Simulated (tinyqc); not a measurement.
# Worked calculation: threshold-voltage variability of a planar MOSFET, analytic estimates

Computed by the program tinyqc: `OMP_NUM_THREADS=1 python tinyqc.py 2090160 2090161 out.jsonl`, one thread of a shared Intel Xeon 2.30GHz, about 0.01 s for the whole run. Printed values are rounded.

Three independent sources add in quadrature: random dopants in the depleted layer, metal-gate grains of two orientations, and roughness of the two gate edges acting through the roll-off VT = VT(long) - Vr exp(-L/l). These are first-order estimates: no three-dimensional electrostatics, no percolation.

Values chosen for this exercise; material values close to those of silicon:
- T = 273 K (temperature)
- Eg = 1.12 eV (band gap)
- eps_r = 11.8 (relative permittivity of the semiconductor)
- Nc = 2.4e19 cm^-3 (conduction-band density of states at T)
- Nv = 2.29e19 cm^-3 (valence-band density of states at T)
- Na = 3.4e17 cm^-3 (channel doping)
- ti = 1.5 nm (oxide-equivalent thickness in inversion)
- L = 45 nm (gate length)
- W = 150 nm (gate width)
- G = 15 nm (metal grain size)
- dW = 0.15 eV (work-function difference of the two grain orientations)
- p = 0.6 (share of the orientation of higher work function)
- De = 0.7 nm (rms roughness of one gate edge)
- La = 10 nm (correlation length of the roughness)
- l = 13 nm (decay length of the threshold roll-off)
- Vr = 2.1 V (prefactor of the roll-off)
- n = 1.2 (subthreshold factor)
- gI = 20 1/V (gm/I of a matched pair)
- sb = 1.1 % (spread of the gain factor of one device)
- Nb = 1048576 (number of cells)
- Y = 0.99 (wanted yield)

Constants: q = 1.602176634e-19 C, kB = 1.380649e-23 J/K, Vt = kB T/q, eps0 = 8.8541878128e-14 F/cm where lengths are in cm. Results are converted to the units shown.

Range of the model: The depletion depth exceeds L, so source and drain share much of the charge and the dopant estimate is rough. gI s exceeds 0.2, so the linear formula for the current mismatch is only a rough guide.

## Random dopants

ni = sqrt(Nc Nv) exp(-Eg/(2 Vt)), Eg in volts; Cox = 3.9 eps0/ti; Wd = sqrt(4 eps0 eps_r Vt ln(Na/ni)/(q Na)); dopants: s1 = (q/Cox) sqrt(Na Wd/(3 L W)). The slope A1 = s1 sqrt(L W); mean number of dopants Na L W Wd.

Cox = 2.302089 uF/cm^2
Wd = 59.43223 nm
mean number of dopants = 136.3970
A1 = 0.5711868 mV um
s1 = 6.952264 mV

Counting alone, 1/sqrt(N) of the depletion voltage q Na Wd/Cox = 141 mV, would give sqrt(3) times more: dopants deep in the layer act less on the surface.

## Metal grains and edge roughness

Grains: Ng = L W/G^2 (at least 1), s2 = dW sqrt(p (1 - p)/Ng). Edges, with exponential correlation and u = W/La: the mean gate length has sL^2 = 2 De^2 (2/u)[1 - (1 - exp(-u))/u]; s3 = sL (Vr/l) exp(-L/l).

Ng = 30
s2 = 13.41641 mV
sL = 0.3492214 nm
dVT/dL = 5.069310 mV/nm
s3 = 1.770311 mV

## Total spread, mismatch and leakage

s = sqrt(s1^2 + s2^2 + s3^2). For a pair: s(dVT) = sqrt(2) s; current mismatch sqrt(2) sqrt((gI s)^2 + sb^2); input offset = current mismatch/gI. For a Gaussian VT the off current is log-normal with mean/median = exp(s^2/(2 (n Vt)^2)).

s = 15.21407 mV
s(dVT) = 21.51595 mV
current mismatch = 43.06000 %
input offset = 21.53000 mV
mean/median of Ioff = 1.156294

The grains give 77.8 % of the variance; without them s would be 7.17 mV. A current mismatch this large is beyond the linear estimate.

## Iteration 1: margin in standard deviations for the wanted yield

k at the start = 4

Cells fail independently with probability Q(k) = erfc(k/sqrt(2))/2 when the margin is k standard deviations, and Y = exp(-Nb Q(k)). phi = exp(-k^2/2)/sqrt(2 pi). Newton steps on ln Q(k) = ln(-ln(Y)/Nb): k(new) = k + [ln Q - ln(-ln(Y)/Nb)] Q/phi.

Q(k) = 3.167124e-5
phi = 1.338302e-4
k after iteration 1 = 5.917592

## Iteration 2: margin in standard deviations for the wanted yield

As before.

Q(k) = 1.633444e-9
phi = 9.928193e-9
k after iteration 2 = 5.626467

## Course of the iteration: margin in standard deviations for the wanted yield

Stop when k changes by less than 1e-9, or after 30 iterations.

Course of the iteration:

| iteration | k | \|change\| |
|---|---|---|
| 1 | 5.917592 | 1.92 |
| 2 | 5.626467 | 0.291 |
| 3 | 5.619338 | 7.13e-3 |
| 4 | 5.619334 | 4.27e-6 |
| 5 | 5.619334 | 1.53e-12 |

Converged in 5 iterations. At the end the number of correct digits about doubles with each step. With s(dVT) = 21.5 mV, 5.62 standard deviations are 121 mV.
